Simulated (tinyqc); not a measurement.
# Field from the level spacing

Question. In a triangular well E_k = a_k (C F^2/mz1)^(1/3), a_1 = 2.338107, a_2 = 4.087949, C = hbar^2/(2 m0), F in eV/nm (1 MV/cm = 0.1 eV/nm). Find F, E_1, the mean distance 2 E_1/(3 F) of the lowest level and the sheet charge eps0 eps_r F/q behind such a field.

Inputs (values chosen for the exercise): relative permittivity eps_r = 11.8; mass along z of valley set A (2 valley(s)) mz1 = 0.898 m0.

Constants: q = 1.602176634e-19 C, hbar = 1.054571817e-34 J s, m0 = 9.1093837015e-31 kg, eps0 = 8.8541878128e-14 F/cm where lengths are in cm, hbar^2/(2 m0) = 0.0380998212 eV nm^2. Results are converted to the units shown.

spacing of the two lowest levels = 143.48867 meV

Solution. The spacing over a_2 - a_1 is the energy scale (C F^2/mz1)^(1/3), which gives F.

F = 1.140 MV/cm
E_1 = 191.7 meV
mean distance = 1.121 nm
sheet charge over q = 7.434e12 cm^-2

Numbers from tinyqc (`OMP_NUM_THREADS=1 python tinyqc.py 2160124 2160125 out.jsonl`; about 0.6 s on one thread of a shared Intel Xeon 2.30GHz).
